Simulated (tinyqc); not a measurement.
Inside a calculation. Model: lossy package transmission line with skin effect.

Numbers from tinyqc (`OMP_NUM_THREADS=1 python tinyqc.py 2810196 2810197 out.jsonl`; about 0.01 s on one thread of a shared Intel Xeon 2.30GHz). Printed values are rounded.

A uniform line in a homogeneous dielectric: c = sqrt(er)/(c0 Z0), l = Z0 sqrt(er)/c0 (c0 = 299792458 m/s), g = w c td, w = 2 pi f. The resistance joins its limits as r = sqrt(r_dc^2 + r_hf^2), with r_dc = rho/(wd th), r_hf = kr rho/(2 delta (wd + th)), delta = sqrt(rho/(pi f mu0)), mu0 = 4 pi 1e-7 H/m; this is an interpolation, and internal inductance, up to 0.05 nH/mm at low frequency, is neglected.

Inputs (values chosen for the exercise):
- wd = 34 um (width of the strip)
- th = 8.2 um (thickness of the strip)
- rho = 2 uohm cm (resistivity)
- er = 3.9 (relative permittivity)
- td = 0.002 (loss tangent)
- Z0 = 45 ohm (lossless impedance sqrt(l/c))
- kr = 1.5 (factor for crowding and the return path)
- len = 10 mm (length)
- Rg = 50 ohm (source resistance)
- RL = 1e5 ohm (load resistance)
- CL = 100 fF (load capacitance)
- f = 0.28 GHz (frequency)

## Line constants

delta, r_dc, r_hf, r, l, c and g as defined.

delta = 4.253595 um
r_dc = 0.07173601 ohm/mm
r_hf = 0.08356467 ohm/mm
r = 0.1101322 ohm/mm
l = 0.2964313 nH/mm
c = 146.3858 pF/m
g = 5.150709e-4 S/m

r is 1.54 times r_dc; the skin depth is 0.519 of the thickness.

## Propagation constant and impedance

gamma = sqrt((r + i w l)(g + i w c)) = alpha + i beta, Zc = sqrt((r + i w l)/(g + i w c)), roots with positive real part; loss 8.685889638 alpha in dB; phase velocity w/beta.

gamma len = 0.0122865+0.1165161i
Zc = 45.25210-4.68031i ohm
loss = 0.01067194 dB/mm
phase velocity over c0 = 0.5036529
r/(w l) = 0.2111798

r is below w l; the low-loss estimate 8.686 (r/(2 Z0) + g Z0/2) gives 0.0107 dB/mm.

## Reflection, input impedance and transfer

ZL = 1/(1/RL + i w CL); reflection (ZL - Zc)/(ZL + Zc); Zin = Zc (ZL + Zc tanh(gamma len))/(Zc + ZL tanh(gamma len)); H = V_load/V_source = [Zin/(Zin + Rg)]/[cosh(gamma len) + (Zc/ZL) sinh(gamma len)].

ZL = 322.050-5665.799i ohm
reflection at the load = 0.9973266-0.0157874i
Zin = 2.4008-361.5986i ohm
H = 0.9876590-0.1381346i
|H| = -0.02372731 dB
